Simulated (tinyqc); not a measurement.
Schottky barrier with interface states (Cowley-Sze model), image lowering and contact resistance: one step, computed by the program tinyqc. Command: `OMP_NUM_THREADS=1 python tinyqc.py 3021621 3021622 out.jsonl pinning walk`. One thread of a shared host (Intel(R) Xeon(R) Processor @ 2.30GHz), about 0.01 s of CPU time with the checks.

An n-type semiconductor under a metal. The barrier lies between the Schottky-Mott limit phi_M - chi and the Bardeen limit E_g - E_n, E_n being the neutrality level of the interface states; the space-charge term of the full Cowley-Sze expression is left out.

Problem. Depletion layer and image lowering under reverse bias. N_c = 2 M_c (2 pi m_e k_B T/h^2)^(3/2); xi = E_c - E_F solves N = N_c F_1/2(-xi/k_B T) (bisection; full ionisation). F_1/2(eta) = (2/sqrt(pi)) int_0^infinity sqrt(x)/(1 + exp(x - eta)) dx, by the trapezoid rule in t = sqrt(x) with step 0.02 up to t = 12 (for eta < -12 by exp(eta) - exp(2 eta)/2^(3/2)). V_bi = phi_B - xi; W = sqrt(2 eps_s eps_0 (V_bi + V_r - k_B T/e)/(e N)); field at the metal E_m = e N W/(eps_s eps_0); image lowering sqrt(e E_m/(4 pi eps_s eps_0)).

Inputs (values chosen for the exercise, with gap, mass and screening modelled on GaN):

| quantity | value | unit |
|---|---|---|
| dielectric constant eps_s | 9.26 | - |
| electron mass m_e | 0.204 | m_0 |
| valleys M_c | 1 | - |
| donor density N | 4e+17 | cm^-3 |
| temperature T | 350 | K |
| reverse bias V_r | 3.5 | V |

Pinning factor from: interface states.

barrier phi_B = 0.7514390 eV

Constants: k_B = 8.617333262e-05 eV/K; m_0 = 9.1093837015e-31 kg; k_B = 1.380649e-23 J/K; h = 6.62607015e-34 J s; eps_0 = 8.8541878128e-12 F/m; e = 1.602176634e-19 C.

Give: N_c; xi; built-in voltage V_bi; depletion width W; field E_m; image lowering.

Solution.

N_c = 2.9137e+18 cm^-3

xi = 0.058429 eV

built-in voltage V_bi = 0.69301 V

depletion width W = 103.21 nm

field E_m = 8.0671e+05 V/cm

image lowering = 0.11200 eV
